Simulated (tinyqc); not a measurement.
From one set of inputs to another, one input at a time: self-heating of a transistor with one or more fingers, with temperature-dependent conductivity. Computed by tinyqc, a small Python program. Command: `OMP_NUM_THREADS=1 python tinyqc.py 3005615 3005616 out.jsonl selfheat ladder`. One thread of a shared host (Intel(R) Xeon(R) Processor @ 2.30GHz), about 0.1 s of CPU time with the checks.

N long parallel fingers lie on the top face of a slab whose bottom is held at T_0; the top is otherwise insulated, and heat flows in two dimensions. P in W/mm is 1000 P in W/m.

The inputs printed are set A. Set A is modelled on germanium; the values taken over come from a set modelled on diamond. Inputs not listed in the table keep their values of set A, so the rows need not describe a real material.

Inputs (values chosen for the exercise, modelled on germanium):

| quantity | value | unit |
|---|---|---|
| conductivity at the base temperature kappa_0 | 50.2 | W/(m K) |
| exponent m in kappa ~ T^-m | 1.17 | - |
| base temperature T_0 | 358 | K |
| power per gate width P | 0.45 | W/mm |
| fingers N | 2 | - |
| finger pitch s | 8.4 | micrometre |
| width of the heat source w | 0.67 | micrometre |
| substrate thickness t | 140 | micrometre |

Power: fixed power.

Method:
- A line source of power P on the top face raises the top at distance x by (P/(pi kappa_0)) g(x), g(x) = -ln tanh(pi x/(4 t)) (the image sum for the slab). On a strip of width w the centre sees the mean of g over the strip, g_0 = 1 + ln(8 t/(pi w)) for w much below t.
- theta_i = (P/(pi kappa_0)) [g_0 + sum over j != i of g(|i - j| s)], with equal powers and constant conductivity; thermal resistance = largest theta/P.
- Kirchhoff transformation for kappa = kappa_0 (T/T_0)^-m: T = T_0 [1 - (m - 1) theta/T_0]^(-1/(m - 1)), where theta is the linear rise.
- The bracket vanishes at the power P T_0/((m - 1) theta).

Each row keeps all changes above it:

| input moved | from | to | thermal resistance (K mm/W) | true rise (K) | true rise / linear rise |
|---|---|---|---|---|---|
| set A | - | - | 65.52 | 30.96 | 1.050 |
| exponent m in kappa ~ T^-m | 1.17 | 1.14 | 65.52 | 30.92 | 1.049 |
| substrate thickness t (micrometre) | 140 | 370 | 77.84 | 37.06 | 1.058 |
| conductivity at the base temperature kappa_0 (W/(m K)) | 50.2 | 1870 | 2.09 | 0.94 | 1.001 |
| finger pitch s (micrometre) | 8.4 | 22 | 1.93 | 0.87 | 1.001 |
| width of the heat source w (micrometre) | 0.67 | 1.7 | 1.77 | 0.80 | 1.001 |
| power per gate width P (W/mm) | 0.45 | 13 | 1.77 | 23.84 | 1.038 |

Where does the difference come from?

Thermal resistance goes from 65.5 to 1.77, a factor 0.0270 in all. The largest single move comes from conductivity at the base temperature kappa_0 (a factor 0.0268). True rise goes from 31.0 to 23.8, a factor 0.770 in all. The largest single move comes from conductivity at the base temperature kappa_0 (a factor 0.0254), and power per gate width P works against it (a factor 29.9). True rise / linear rise goes from 1.05 to 1.04, a factor 0.9882 in all. The largest single move comes from conductivity at the base temperature kappa_0 (a factor 0.946), and power per gate width P works against it (a factor 1.04). The single moves hold for this order of the switches; the total does not depend on the order.

Extremes, crossings and ranges named in words are read from the listed rows.
